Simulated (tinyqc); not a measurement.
What moves the results: phonon-assisted absorption at an indirect gap. A value that a table varies takes the place of the one given here.

alpha(E) = sum_j A_j [N_j (E - Eg + w_j)^2 + (N_j + 1)(E - Eg - w_j)^2], each bracket counted only where its base is positive; N_j = 1/(exp(w_j/kB T) - 1). The first term absorbs a phonon and the second emits one; excitons and direct transitions are left out.

Photodiode (Gaertner form with a dead layer): QE = (1 - R) exp(-alpha xj) [1 - exp(-alpha W)/(1 + alpha L)], R = ((nr - 1)/(nr + 1))^2; responsivity = QE/E in A/W for E in eV.

Constants: kB = 8.617333262e-05 eV/K.

Values chosen for the exercise (loosely those of GaP at room temperature; Eg is not tied to T; not measured data):
```
symbol  value         unit         meaning
Eg      2.245         eV           indirect gap, held fixed unless listed
w       (45.8, 12.9)  meV          two zone-edge phonons
A       (4900, 350)   1/(cm eV^2)  their strengths
T       77            K
nr      3.4                        refractive index
xj      0.44          micrometre   dead layer at the surface
W       26            micrometre   depleted width
L       27            micrometre   minority diffusion length below it
E       2.537         eV           photon energy
```

## The square root of alpha at three temperatures

The gap is held fixed, so only the phonon occupations change.

sqrt(alpha) (1/cm^(1/2)):
```
E - Eg (eV),150 K,300 K,450 K
-0.04,0.070,0.184,0.270
-0.02,0.312,0.818,1.202
0.00,0.583,1.482,2.168
0.02,0.939,2.231,3.228
0.04,1.433,3.092,4.401
0.07,2.850,4.852,6.585
0.10,4.973,7.235,9.359
0.15,8.731,11.563,14.379
0.20,12.548,16.023,19.563
0.30,20.229,25.059,30.085
0.45,31.780,38.698,45.988
0.60,43.342,52.367,61.936
```

Below the gap only phonon absorption acts: at E - Eg = -0.02 eV sqrt(alpha) is 0.312, 0.818 and 1.202 at 150, 300 and 450 K. A straight line through the last two rows meets the axis at E - Eg = +0.0377, +0.0254 and +0.0175 eV: the intercept is roughly a weighted mean of the thresholds, not the gap, and it moves from the emission side towards Eg as the occupations grow. At the last row alpha grows by a factor 2.04 from the lowest to the highest temperature at fixed gap.

## Spectral response

Response:
```
E (eV),wavelength (nm),alpha (1/cm),1/alpha (micrometre),dead layer,collected,QE,A/W
2.26,549,0.0655,1.53e+05,1.000,0.000,0.000,0.000
2.31,537,3.33,3.00e+03,1.000,0.017,0.012,0.005
2.37,523,37.2,269,0.998,0.175,0.123,0.052
2.45,506,142,70.2,0.994,0.501,0.350,0.143
2.54,488,343,29.1,0.985,0.787,0.545,0.214
2.70,459,915,10.9,0.961,0.973,0.657,0.243
2.90,428,2.02e+03,4.96,0.915,0.999,0.642,0.221
3.14,395,3.91e+03,2.56,0.842,1.000,0.592,0.188
3.44,360,7.14e+03,1.40,0.730,1.000,0.513,0.149
3.84,323,1.30e+04,0.772,0.565,1.000,0.397,0.103
```

QE is highest, 0.657, at 2.70 eV of those listed and the responsivity at 2.70 eV; reflection alone caps QE at 0.702. Near the gap weak absorption limits it (collected share 0.000); at the top the dead layer passes 0.565. Far above the gap the quadratic law and a constant index are only rough; in the real crystal direct transitions take over near 2.8 eV, so the rows above that understate alpha.

## What moves the response

At the energy E. Each row changes one parameter from the base and keeps the others.

Results:
```
case,alpha (1/cm),QE
base,335.1,0.5402
Eg = 2.225 eV,390.9,0.5689
T = 127 K,364.1,0.5560
W = 52 micrometre,335.1,0.6286
L = 13.5 micrometre,335.1,0.4928
xj = 0.88 micrometre,335.1,0.5322
nr = 3.57,335.1,0.5258
```

The largest shifts from the base row, up to three for each result and ties (the steps differ in size, so this ranks the rows, not the parameters). alpha (1/cm): Eg +55.8, T +29.0; unchanged at the printed digits by W, L, xj and nr. QE: W +0.0884, L -0.0474, Eg +0.0288.

Run: tinyqc, `OMP_NUM_THREADS=1 python tinyqc.py 1681216 1681217 out.jsonl`; Intel(R) Xeon(R) Processor @ 2.30GHz, one thread, shared host; about 0.01 s of CPU time with all checks.
